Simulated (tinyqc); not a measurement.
What moves the results: tunnelling through a thin dielectric with one trap, as a tight-binding chain. A value that a table varies takes the place of the one given here.

Hopping -t everywhere, t = c/(m a^2), c = hbar^2/2m0; lead sites at 2t (band bottom 0), barrier sites 1 to N at 2t + phi, and site j has U besides. No voltage. Leads give S = -t exp(ika) on sites 1 and N, cos(ka) = 1 - E/(2t). T = (2 t sin(ka))^2 |G_1N|^2, G = (E - H - S)^-1. In the barrier cosh(q a) = 1 + (phi - E)/(2t).

Resonance: the lowest eigenvalue of H + S(E), iterated until its real part equals E (40 rounds from Eb = phi + 2t - sqrt(4t^2 + U^2), the level in an endless barrier). With v the normalised squared amplitudes of that state, Gamma_L = 2 t sin(ka) v_1, Gamma_R = 2 t sin(ka) v_N; Breit-Wigner T = Gamma_L Gamma_R/((E - Er)^2 + (Gamma_L + Gamma_R)^2/4).

Constants: hbar^2/2m0 = 3.80998211 eV angstrom^2.

Parameters, chosen for this exercise (barrier and mass of the size used for SiO2 on silicon; not measured data):

| symbol | value | unit | meaning |
|---|---|---|---|
| a | 2.5 | angstrom | site spacing |
| m | 0.41 | m0 | mass, the same in leads and barrier |
| phi | 3.01 | eV | conduction edge of the barrier above that of the leads |
| N | 11 |  | barrier sites |
| j | 3 |  | site of the trap |
| U | -4.25 | eV | extra energy on the trap site |
| E | 0.72 | eV | electron energy |

## Transmission around the level

Er = 0.79353 eV

widths (meV): left 20.683, right 1.9680e-05

Energies Er + x (Gamma_L + Gamma_R).

T:

| x | E (eV) | chain | Breit-Wigner | no trap |
|---|---|---|---|---|
| -8.0 | 0.6281 | 6.48e-09 | 1.48e-08 | 1.31e-11 |
| -3.0 | 0.7315 | 7.64e-08 | 1.03e-07 | 2.36e-11 |
| -1.0 | 0.7728 | 6.95e-07 | 7.61e-07 | 2.99e-11 |
| -0.5 | 0.7832 | 1.82e-06 | 1.90e-06 | 3.17e-11 |
| 0.0 | 0.7935 | 3.81e-06 | 3.81e-06 | 3.36e-11 |
| 0.5 | 0.8039 | 2.01e-06 | 1.90e-06 | 3.56e-11 |
| 1.0 | 0.8142 | 8.52e-07 | 7.61e-07 | 3.78e-11 |
| 3.0 | 0.8556 | 1.42e-07 | 1.03e-07 | 4.78e-11 |
| 8.0 | 0.9590 | 3.42e-08 | 1.48e-08 | 8.57e-11 |

At Er the chain gives 3.81e-06, 1.13e+05 times the value without trap, and Breit-Wigner 3.81e-06. In the wings the single pole gives 2.29 times the chain value at x = -8 and 0.433 times at x = 8, because the widths and the level shift change with energy.

## Where a trap does most harm

The trap is moved through the barrier. The area under the resonance, 2 pi Gamma_L Gamma_R/(Gamma_L + Gamma_R), sets the current through it.

Against position:

| j | Er (eV) | Gamma_L (meV) | Gamma_R (meV) | peak | area (meV) |
|---|---|---|---|---|---|
| 3 | 0.7935 | 20.7 | 1.97e-05 | 3.81e-06 | 0.000124 |
| 4 | 0.7963 | 2.06 | 0.000201 | 0.000389 | 0.00126 |
| 5 | 0.7966 | 0.205 | 0.00202 | 0.0387 | 0.0126 |
| 6 | 0.7966 | 0.0204 | 0.0204 | 1.00 | 0.0640 |
| 7 | 0.7966 | 0.00202 | 0.205 | 0.0387 | 0.0126 |
| 8 | 0.7963 | 0.000201 | 2.06 | 0.000389 | 0.00126 |
| 9 | 0.7935 | 1.97e-05 | 20.7 | 3.81e-06 | 0.000124 |

The area is largest at j = 6 (0.0640 meV) and 518 times smaller at j = 3: the slower of the two steps limits the current, so traps in the middle carry most. Each site towards a lead multiplies its width by about 10.07, close to exp(2 q a) = 10.07 at Eb.

## Direct against trap-assisted paths

N odd, the trap in the middle, j = (N + 1)/2. Direct T is that without trap at the energy Er; area = 2 pi Gamma_L Gamma_R/(Gamma_L + Gamma_R). The exponents are the slopes of the logarithms between the last two rows, per angstrom.

Against thickness:

| N | N a (angstrom) | Er (eV) | direct T | area (meV) |
|---|---|---|---|---|
| 5 | 12.5 | 0.7902 | 3.51e-05 | 64.7 |
| 7 | 17.5 | 0.7960 | 3.51e-07 | 6.48 |
| 9 | 22.5 | 0.7966 | 3.47e-09 | 0.644 |
| 11 | 27.5 | 0.7966 | 3.42e-11 | 0.0640 |
| 13 | 32.5 | 0.7966 | 3.37e-13 | 0.00635 |
| 15 | 37.5 | 0.7966 | 3.33e-15 | 0.000631 |
| 17 | 42.5 | 0.7966 | 3.28e-17 | 6.26e-05 |

exponents (1/angstrom): direct 0.9239, through the trap 0.4619

The direct path falls as exp(-0.924 d) and the path through a central trap as exp(-0.462 d), 2.00 times more slowly, since each step crosses half the layer. From 5 to 17 sites the first loses 12.0 decades and the second 6.0: in thicker layers even few traps rule the leakage. Inelastic capture with phonons is left out.

## What each parameter does

Resonance and log10 T at E. Each row changes one parameter from the base and keeps the others.

Results:

| case | Er (eV) | Gamma_L (meV) | Gamma_R (meV) | log10 T |
|---|---|---|---|---|
| base | 0.7935 | 20.68 | 1.968e-05 | -7.286 |
| m = 0.377 m0 | 0.9002 | 28.72 | 6.161e-05 | -7.640 |
| phi = 3.11 eV | 0.8942 | 21.07 | 2.008e-05 | -8.223 |
| N = 12 | 0.7935 | 20.68 | 1.951e-06 | -8.305 |
| j = 4 | 0.7963 | 2.064 | 0.0002006 | -7.314 |
| U = -4.122 eV | 0.8986 | 23.01 | 2.957e-05 | -8.054 |

The largest shifts from the base row, up to three for each result and ties (the steps differ in size, so this ranks the rows, not the parameters). Er (eV): m +0.1066, U +0.1051, phi +0.1007; unchanged at the printed digits by N. Gamma_L (meV): j -18.6, m +8.03, U +2.33; unchanged at the printed digits by N. Gamma_R (meV): j +0.000181, m +4.19e-05, N -1.77e-05. log10 T: N -1.019, phi -0.937, U -0.768.

Run: tinyqc, `OMP_NUM_THREADS=1 python tinyqc.py 1482342 1482343 out.jsonl`; Intel(R) Xeon(R) Processor @ 2.30GHz, one thread, shared host; about 0.1 s of CPU time with all checks.
